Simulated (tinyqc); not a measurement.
Metal-interlayer-semiconductor contact, depinning against tunnelling resistance: two steps of the calculation.

Zero bias, n-type semiconductor. Gap states at the semiconductor surface thin out as exp(-be ti), which unpins the barrier; electrons must then cross the interlayer (a rectangular barrier, no voltage drop across it) and the parabolic depleted layer, both by WKB. Energies E are counted from the Fermi level; no image force, parabolic bands.

Parameters, values chosen for the exercise; semiconductor values close to those of silicon; interlayer mass of the order of that in hafnium oxide, offset chosen freely:
- T = 250 K (temperature)
- Eg = 1.14 eV (band gap)
- eps_r = 11.3 (relative permittivity)
- chi = 4.09 eV (electron affinity)
- Nc = 2.13e19 cm^-3 (conduction-band density of states at T)
- mt = 0.186 m0 (tunnelling mass in the semiconductor)
- mA = 2.07 m0 (Richardson mass)
- Nd = 3.1e19 cm^-3 (donor density)
- E0 = 0.35 eV (charge-neutrality level above the valence band)
- S0 = 0.27 (pinning factor without interlayer)
- phiM = 4.21 eV (metal work function)
- ti = 1.6 nm (interlayer thickness)
- dE = 1.64 eV (conduction-band offset of the interlayer above the semiconductor)
- mi = 0.2 m0 (tunnelling mass in the interlayer)
- be = 4.3 1/nm (decay constant of gap states through the interlayer)

Constants: q = 1.602176634e-19 C, kB = 1.380649e-23 J/K, eps0 = 8.8541878128e-12 F/m, hbar = 1.054571817e-34 J s, h = 6.62607015e-34 J s, m0 = 9.1093837015e-31 kg, Vt = kB T/q, hbar^2/(2 m0) = 0.0380998212 eV nm^2. Results are converted to the units shown.

Problem 1. Pinning, barrier and scales. S = 1/(1 + (1/S0 - 1) exp(-be ti)); phiB = S (phiM - chi) + (1 - S)(Eg - E0); xi = Ec - EF deep inside, from Nd = Nc F(-xi/Vt), F(x) = (2/sqrt(pi)) int_0^infinity sqrt(u) du/(1 + exp(u - x)); band bending U = phiB - xi; E00 = (hbar/2) sqrt(Nd/(eps0 eps_r mt m0)) in volts; A = 4 pi q mA m0 kB^2/h^3.

Wanted: S; phiB; xi; U; E00; A.

Solution 1.

S = 0.99723
phiB = 0.12186 eV
xi = -0.018954 eV
U = 0.14081 eV
E00 = 0.071304 eV
A = 248.76 A/(cm^2 K^2)

Problem 2. Exponents and integrand on an energy grid. With U = phiB - xi: for xi < E < phiB, y = (E - xi)/U and G1 = (U/E00) [sqrt(1 - y) - y ln((1 + sqrt(1 - y))/sqrt(y))], G1 = 0 above phiB; G2 = 2 ti sqrt(mi max(phiB + dE - E, 0)/C), C = hbar^2/(2 m0); f = 1/(1 + exp(E/Vt)); integrand exp(-G1 - G2) f.

```
point,E (eV)
0,-0.01
1,0.00583
2,0.02167
3,0.0375
4,0.05333
5,0.06917
6,0.085
7,0.10083
8,0.11667
9,0.1325
10,0.14833
11,0.16417
12,0.18
```

phiB = 0.12185730 eV
xi = -0.018953705 eV
E00 = 0.071303764 eV

Find: G1; G2; f; integrand.

Solution 2.

```
point,G1,G2,f,integrand (1e-6)
0,1.653,9.759,0.6140,6.790
1,1.266,9.716,0.4328,7.361
2,0.963,9.672,0.2678,6.444
3,0.713,9.628,0.1492,4.820
4,0.503,9.583,0.07760,3.231
5,0.328,9.539,0.03876,2.010
6,0.187,9.494,0.01897,1.185
7,0.078,9.449,0.009191,0.669
8,0.009,9.404,0.004427,0.361
9,0.000,9.359,0.002128,0.183
10,0.000,9.313,0.001022,0.092
11,0.000,9.267,4.901e-4,0.046
12,0.000,9.221,2.351e-4,0.023
```

Range of the model: The depletion charge would drop about 0.11 V across such an interlayer (eps_r near 20) at ti = 1.6 nm and Nd = 3.1e19 cm^-3, against a band bending of 0.14 V; this model leaves that drop out.

Numbers from tinyqc (`OMP_NUM_THREADS=1 python tinyqc.py 2270037 2270038 out.jsonl`; about 0.02 s on one thread of a shared Intel Xeon 2.30GHz).
